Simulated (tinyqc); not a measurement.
Raman line shape of confined optical phonons and breathing modes of small crystals: one step, computed by the program tinyqc.

Confinement in 3 direction(s) lets phonons with q away from zero scatter light. q is in units of 2 pi/a, from 0 to 1, and the branch is isotropic: omega(q)^2 = (omega_0^2 + omega_X^2)/2 + ((omega_0^2 - omega_X^2)/2) cos(pi q). The model and its constant beta are phenomenological; beta = 8 is the common choice.

Problem. Range of wave vectors. Weight W(q) = q^2 exp(-(2 L q/a)^2/(2 beta)) dq, that is exp(-k^2 L^2/(2 beta pi^2)) for k = 2 pi q/a. Width q_c = a sqrt(2 beta)/(2 L), where the exponential falls to 1/e; curvature of the branch: omega(q) = omega_0 - c q^2, c = pi^2 (omega_0^2 - omega_X^2)/(8 omega_0); for small q_c the mean of q^2 is (number of confined directions) q_c^2/2, and the mean shift is -c times that.

Inputs (values chosen for the exercise, modelled on silicon): bulk frequency omega_0 = 520.3 1/cm; frequency at the zone boundary omega_X = 400 1/cm; lattice constant a = 5.431 angstrom; size L = 11 nm; confinement constant beta = 8.

Shape: sphere.

Give: q_c; curvature c; mean shift, quadratic estimate; omega(q_c) - omega_0.

Solution.

q_c = 0.09875 2 pi/a

curvature c = 262.5 1/cm

mean shift, quadratic estimate = -3.840 1/cm

omega(q_c) - omega_0 = -2.545 1/cm
